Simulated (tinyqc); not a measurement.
# MOSFET in saturation, small-signal circuit and noise, step by step

tinyqc, about 0.01 s, one thread, Intel Xeon 2.30GHz (shared host): `OMP_NUM_THREADS=1 python tinyqc.py 2150065 2150066 out.jsonl` Printed values are rounded.

Bias by the inversion coefficient IC = I/Ispec (charge-based model with velocity saturation; weak inversion below 0.1, strong above 10). Common-source circuit: gm, gds, Cgs, Cgd and Cj at the inner nodes, Rg in series with the gate; quasi-static, no source or drain resistance, no gate-body capacitance, no substrate network, no induced gate noise, so fmax is an upper estimate.

Inputs (values chosen for the exercise): temperature T = 300 K; gate length L = 90 nm; total gate width W = 5 um; gate capacitance Cox = 2.32 uF/cm^2; mobility mu = 150 cm^2/(V s); slope factor n = 1.27; velocity-saturation length Ls = 25 nm; ratio gds/gm sg = 0.066; overlap and fringe capacitance per side Cov = 0.32 fF/um; drain junction capacitance Cj = 0.37 fF/um; sheet resistance of the gate Rsh = 20 ohm; finger width Wf = 4 um; gate contact and vertical resistance Rc = 100 ohm um; inversion coefficient IC = 4.2; short-channel excess of the noise factor gw = 0.09; oxide trap density Nt = 2.2e17 cm^-3 eV^-1; tunnelling length into the oxide lt = 0.1 nm; Coulomb scattering coefficient ac = 10000 V s/C; signal frequency f = 5 GHz.

Constants: q = 1.602176634e-19 C, kB = 1.380649e-23 J/K, Vt = kB T/q. Results are converted to the units shown.

## Current, transconductance and gain

Ispec = 2 n mu Cox (W/L) Vt^2, lc = Ls/L, gms = [sqrt((lc IC + 1)^2 + 4 IC) - 1]/[2 + lc (lc IC + 1)], gm = gms Ispec/(n Vt), gds = sg gm.

Ispec = 32.81926 uA
I = 137.8409 uA
gms = 1.397547
gm = 1.397003 mS
gds = 0.09220219 mS
gm/I = 10.13490 1/V

gm/I is 33.3 % of its weak-inversion limit 1/(n Vt); without velocity saturation (lc = 0) gms would be 1.61.

## Capacitances, gate resistance and cut-off frequencies

qs = [sqrt(1 + 4 IC) - 1]/2, Cgs = Cox W L qs (2 qs + 3)/(3 (qs + 1)^2) + Cov W, Cgd = Cov W, Cd = Cj W, Rg = Rsh (Wf/L)/(12 Nf) + Rc/W with Nf = W/Wf fingers (not rounded) contacted at both ends. fT = gm/(2 pi (Cgs + Cgd)), fmax = fT/(2 sqrt(Rg (gds + 2 pi fT Cgd))).

Cgs = 6.715362 fF
Cgd = 1.6 fF
Cd = 1.85 fF
Rg = 79.25926 ohm
fT = 26.73845 GHz
fmax = 79.03579 GHz

Overlap and fringe make up 38.5 % of the gate capacitance; fmax is 2.96 times fT.

## Admittance matrix

Inner admittances at w = 2 pi f: y11 = i w (Cgs + Cgd), y12 = -i w Cgd, y21 = gm - i w Cgd, y22 = gds + i w (Cgd + Cd). Invert to Z, add Rg to Z11 and invert back to Y.

inner y (mS):

|  | 1 | 2 |
|---|---|---|
| 1 | 0.000000+0.261235i | 0.000000-0.050265i |
| 2 | 1.397003-0.050265i | 0.092202+0.108385i |

Y with Rg (mS):

|  | 1 | 2 |
|---|---|---|
| 1 | 0.005407+0.261123i | -0.001040-0.050244i |
| 2 | 1.395364-0.079157i | 0.092518+0.113944i |

## Current gain and unilateral power gain

|h21| = |Y21/Y11|; U = |Y21 - Y12|^2/(4 [Re Y11 Re Y22 - Re Y12 Re Y21]). Extrapolated at 20 dB a decade: f |h21| and f sqrt(U).

|h21| = 5.351151
U = 249.8662
f |h21| = 26.75576 GHz
f sqrt(U) = 79.03579 GHz

f |h21| is 0.065 % above the formula for fT, and f sqrt(U) within 0.01 % of that for fmax.

## Noise at the gate

Channel noise Sid = 4 kB T gam n gm with gam = (1/2 + (2/3) qs)/(1 + qs) + gw lc IC, qs = [sqrt(1 + 4 IC) - 1]/2, lc = Ls/L (the last term an empirical rise with velocity saturation); at the gate, white noise Sw = Sid/gm^2 + 4 kB T Rg. Number fluctuation with correlated mobility: S(f) = K/f, K = q^2 Vt lt Nt/(W L Cox^2) (1 + ac mu Cox I/gm)^2, Vt in eV with Nt per eV. Corner fc = K/Sw. Full shot noise would be 2 q I.

gam = 0.7077975
Sid = 2.080533e-23 A^2/Hz
Sid/(2 q I) = 0.4710382
sqrt(Sw) = 3.460305 nV/Hz^0.5
K = 1.087775e-10 V^2
fc = 9.084697 MHz

The gate resistance gives 11 % of the white noise power.
